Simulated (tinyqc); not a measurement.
Worked calculation: temperature and isotope dependence of a band gap in oscillator models. Values are carried at full precision from step to step, so a last printed digit may differ when a step is redone from the rounded ones.

E(T) = E0 - sum_i sl_i th_i n_i(T), n = 1/(exp(th/T) - 1). The same coupling lowers the gap at 0 K by the zero-point term ZP = sum_i sl_i th_i/2, so the gap of the static lattice is E0 + ZP. Thermal expansion is taken as part of the slopes.

Parameters, chosen for this exercise (near those of Si; shifted at random, so the results belong to these values and not to a real crystal): E0 = 1.167 eV (gap at 0 K); th = (150, 462) K (temperatures of two oscillators); sl = (0.1489, 0.1821) meV/K (their high-temperature slopes); T = 600 K (temperature); M = 28.13 u (mean atomic mass); dM = 0.68 u (change of the mean mass (not bounded by the natural isotopes)); T12 = (370, 840) K (temperatures of the fits).

## The gap at T

Give the occupations, the two terms, the gap, ZP and the static gap.

n_i: [3.52081, 0.86224]

terms (meV): [78.637, 72.541]

E(T) = 1.0158 eV
ZP = 53.23 meV
static gap = 1.2202 eV

The thermal fall, 151.2 meV, is larger than the zero-point term, 53.2 meV; the soft oscillator supplies 52 % of the fall but 21 % of ZP. A calculation with clamped ions should be compared with the static gap.

## Slope and asymptote

dE/dT = -sum sl_i (th_i/T)^2 n_i (1 + n_i). At high T, n -> T/th - 1/2, so E -> E0 + ZP - (sum sl_i) T. Give the slope, its ratio to the limit, and the value at 0 K of the tangent drawn at T.

dE/dT = -0.3215 meV/K
ratio to the limiting slope = 0.9713
intercept of the tangent = 1.2087 eV
intercept - E0 = 41.72 meV

The tangent recovers 78 % of ZP: the extrapolation works only from T well above the higher oscillator (462 K).

## Isotope effect

With M -> M + dM the oscillator temperatures scale as M^(-1/2) and the slopes stay. Give th, ZP, E0 (static gap fixed) and E(T) for the new mass, and the linear rule dE0 = ZP dM/(2 M).

th (K): [148.22, 456.52]

ZP = 52.601 meV
shift of E0 = 0.632 meV
linear rule = 0.643 meV
shift of E(T) = 0.136 meV

The heavier crystal has the wider gap. At 600 K 22 % of the shift at 0 K is left; it fades at high T, where the motion is classical and the mean-square amplitude no longer depends on mass.

## Two common fits

Two-parameter forms are made to pass through the falls at the two temperatures T12: Varshni aV T^2/(T + bV), from the line T^2/fall = (T + bV)/aV; one oscillator s1 t1/(exp(t1/T) - 1), with t1 from the ratio of the falls.

Give the falls and the parameters.

falls (meV): [78.5246, 228.9763]

aV = 0.3512 meV/K
bV = 242 K
t1 = 301.7 K
s1 = 0.3280 meV/K
ZP of the one-oscillator fit = 49.5 meV

The limiting slope of the model is 0.3310 meV/K; Varshni puts it +6 % off and one oscillator -1 %. The ZP of the fit differs from the true one by -3.8 meV.

## Checks

- Slope by finite differences against the formula (meV/K): both 0.32149.
- Fall at 20 times the higher oscillator temperature against the asymptote (meV): 3005.6 against 3005.2.

Program tinyqc; command `OMP_NUM_THREADS=1 python tinyqc.py 1850676 1850677 out.jsonl`; about 0.01 s on one thread of a shared Intel(R) Xeon(R) Processor @ 2.30GHz.
